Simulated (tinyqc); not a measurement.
## Gate work function from the charge

Inverse problem. For an undoped double gate, Q = 8 eps0 eps_r Vt beta tan(beta)/ts with 0 < beta < pi/2, and at the source (Vg - dphi)/(2 Vt) - ln[(2/ts) sqrt(2 eps0 eps_r Vt/(q ni))] = ln(beta) - ln(cos beta) + 2 r beta tan(beta), r = eps_r tox/(eox ts). Find beta and dphi.

Values chosen for this exercise; material values close to those of silicon: temperature T = 300 K; relative permittivity of the semiconductor eps_r = 11.6; relative permittivity of the gate insulator eox = 25.9; insulator thickness tox = 14 nm; body thickness ts = 5 nm; gate voltage Vg = 0.85 V.

Constants: q = 1.602176634e-19 C, kB = 1.380649e-23 J/K, Vt = kB T/q, eps0 = 8.8541878128e-14 F/cm where lengths are in cm. Results are converted to the units shown.

Qs = 1443.4795 nC/cm^2
ni = 8.6848116e9 cm^-3

Answer. beta tan(beta) rises from 0 without bound on the interval, so the charge fixes beta; the second relation is then explicit in dphi. At this charge the surface density passes 0.3 Nc, so the classical Boltzmann model is only formal.

beta = 1.225
dphi = -0.1800 V

Numbers from tinyqc (`OMP_NUM_THREADS=1 python tinyqc.py 2440016 2440017 out.jsonl`; about 0.01 s on one thread of a shared Intel Xeon 2.30GHz).
